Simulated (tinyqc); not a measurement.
Junction parameters from two forward currents.

Problem. D(v) = J1 (exp(v/Vt) - 1) + J2 (exp(v/(2 Vt)) - 1). Find J1, J2 and the voltage 2 Vt ln(J2/J1) near which both parts are equal.

Values chosen for this exercise: temperature T = 300 K.

Constants: q = 1.602176634e-19 C, kB = 1.380649e-23 J/K, Vt = kB T/q. Results are converted to the units shown.

junction voltages (V): 0.32  0.65
currents (uA/um): 1.7926553e-5  0.32580915

Answer. The current is linear in J1 and J2, so two points give two equations.

J1 = 3.800e-12 uA/um
J2 = 3.500e-8 uA/um
crossover = 0.4720 V

Computed by the program tinyqc: `OMP_NUM_THREADS=1 python tinyqc.py 2182081 2182082 out.jsonl`, one thread of a shared Intel Xeon 2.30GHz, about 0.2 s for the whole run.
